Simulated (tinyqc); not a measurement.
Narrowing from the saturation current.

Inverse problem. A uniform n-type emitter has J0 = (q p0 D/L)(s + tanh(W/L))/(1 + s tanh(W/L)), D = mup Vt, s = S L/D, and p0 = (ni^2/N) exp(dE_app/kB T), where dE_app = dEg + kB T ln[(N/Nc) exp(-eta)]. Find p0, dE_app and dEg.

Values chosen for this exercise; band and dielectric values close to those of silicon:
- T = 400 K (temperature)
- Nc = 4.25e19 cm^-3 (conduction-band density of states at 400 K)
- N = 1.4e19 cm^-3 (ionised donor density)
- mup = 170 cm^2/(V s) (minority-hole mobility)
- W = 43 nm (emitter width)
- S = 4.7e5 cm/s (recombination velocity at the contact)

Constants: q = 1.602176634e-19 C, kB = 1.380649e-23 J/K, Vt = kB T/q. Results are converted to the units shown.

J0 = 6.2111991e8 fA/cm^2
L = 3869.9675 nm
ni = 4.8958662e12 cm^-3
converged eta = -0.99451399

Answer. J0 gives p0, its ratio to ni^2/N gives dE_app, and the degeneracy term is taken off.

p0 = 1.109e7 cm^-3
dE_app = 64.40 meV
dEg = 68.39 meV

Computed by the program tinyqc: `OMP_NUM_THREADS=1 python tinyqc.py 2330141 2330142 out.jsonl`, one thread of a shared Intel Xeon 2.30GHz, about 0.01 s for the whole run.
